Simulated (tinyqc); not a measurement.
One gate, two gates and a surrounding gate.

Below threshold the potential that source and drain add obeys Laplace's equation, vanishes on the gates and decays along the channel as exp(-k y). The same ts (depleted depth over a conducting body, body thickness or wire diameter), ti and permittivities in three geometries; k is the smallest positive root of: one gate, f(k) = eps_r sin(k ti) cos(k ts) + ei cos(k ti) sin(k ts); two gates, f(k) = ei cos(k ti) cos(k ts/2) - eps_r sin(k ti) sin(k ts/2); wire, f(k) = ei J0(u)[J1(u) Y0(v) - Y1(u) J0(v)] - eps_r J1(u)[J0(u) Y0(v) - Y0(u) J0(v)], u = k ts/2, v = u + k ti. Parabolic estimates of l: sqrt((eps_r/ei) ts ti); sqrt((eps_r/(2 ei)) ts ti (1 + ei ts/(4 eps_r ti))); sqrt([2 eps_r ts^2 ln(1 + 2 ti/ts) + ei ts^2]/(16 ei)), in the same order.

Values chosen for this exercise; permittivities: semiconductor close to that of silicon, insulator close to that of zirconium oxide: relative permittivity of the semiconductor eps_r = 11.6; relative permittivity of the insulator ei = 25.8; insulator thickness ti = 4.7 nm; wire diameter ts = 13.3 nm.

Scale lengths (nm):
```
,Lambda = pi/k,l = 1/k,l(parabolic)
one gate over a conducting body,16.03,5.102,5.301
two gates,18.40,5.857,6.014
wire,12.30,3.915,4.046
```

The wire has the shortest scale length, 0.668 times that of the double gate; the single gate over a conducting body has 0.871 times it, its layer ending directly on a conductor where the double gate has a second insulator. The parabolic estimates are 3.9 % above, 2.7 % above and 3.3 % above the exact l, in the order of the rows.

Program tinyqc, `OMP_NUM_THREADS=1 python tinyqc.py 2420130 2420131 out.jsonl`; Intel Xeon 2.30GHz, shared host, one thread, about 0.01 s.
